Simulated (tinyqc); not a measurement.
Thin-film transistor with exponential tail and deep states, accumulation layer: effect of the gate capacitance.

An undoped film in accumulation, thicker than the space-charge layer. With band bending psi the Fermi level lies E0 - psi below the band edge. Free electrons n = n0 exp(psi/Vt) carry the current; electrons in two exponential distributions of traps, a = a0 exp(psi/Va) and d = d0 exp(psi/Vp), do not. Linear regime, ohmic contacts, traps in equilibrium.

Va = kB Tt/q, Vp = kB Td/q; n0 = Nc exp(-E0/Vt), a0 = Nt th(T/Tt) exp(-E0/Va), d0 = Nd th(T/Td) exp(-E0/Vp), th(x) = pi x/sin(pi x). G(psi) = sum over the three kinds of c0 [V (exp(psi/V) - 1) - psi], field F = sqrt(2 q G/(eps0 eps_r)); Vg = psi + eps0 eps_r F/Ci at the surface. Total charge Q = Ci (Vg - psi_s); free charge Qf = q times the integral of n0 (exp(psi/Vt) - 1)/F over psi from 0 to psi_s; I = (W/L) mb Qf Vd; effective mobility mb Qf/Q.

Inputs (values chosen for the exercise); values close to those of an organic semiconductor: temperature T = 290 K; relative permittivity of the semiconductor eps_r = 3.2; density of extended states Nc = 1.1e20 cm^-3; band mobility mb = 3.7 cm^2/(V s); total density of tail states Nt = 1.1e20 cm^-3; characteristic temperature of the tail Tt = 390 K; total density of deep states Nd = 2.6e17 cm^-3; characteristic temperature of the deep states Td = 910 K; bulk Fermi level below the band edge E0 = 0.52 eV; ratio W/L WL = 10; drain voltage Vd = 0.1 V; gate voltage above flat band Vg = 11 V.

Constants: q = 1.602176634e-19 C, kB = 1.380649e-23 J/K, Vt = kB T/q, eps0 = 8.8541878128e-14 F/cm where lengths are in cm. Results are converted to the units shown.

Results:
```
Ci (nF/cm^2),E0 - psi_s (eV),Q (nC/cm^2),free share (%),effective mobility (cm^2/(V s)),I (nA)
7,0.1797,74.62,2.641,0.09771,7.291
11,0.1495,116.9,3.641,0.1347,15.75
17,0.1206,180.2,4.893,0.1811,32.63
27,0.09029,285.4,6.613,0.2447,69.84
67,0.03163,704.3,11.51,0.4258,299.8
```

Estimate the missing row, Ci = 43 nF/cm^2.

Computed row:
```
Ci (nF/cm^2),E0 - psi_s (eV),Q (nC/cm^2),free share (%),effective mobility (cm^2/(V s)),I (nA)
43,0.06009,453.2,8.839,0.3270,148.2
```

With this row back in the table: As Ci goes from 7 to 67 nF/cm^2, the free share rises from 2.64 to 11.5 %, the distance of the Fermi level from the edge falls from 0.180 to 0.0316 eV and the current rises from 7.29 to 300 nA. At Ci = 67 nF/cm^2 the surface Fermi level is within 2 Vt of the band edge, where the exponential forms fail. In every row the th form, which assumes a Fermi level far below the edge, overcounts the filled tail at the surface by more than 15 %.

Program tinyqc, `OMP_NUM_THREADS=1 python tinyqc.py 2610142 2610143 out.jsonl`; Intel Xeon 2.30GHz, shared host, one thread, about 0.03 s.
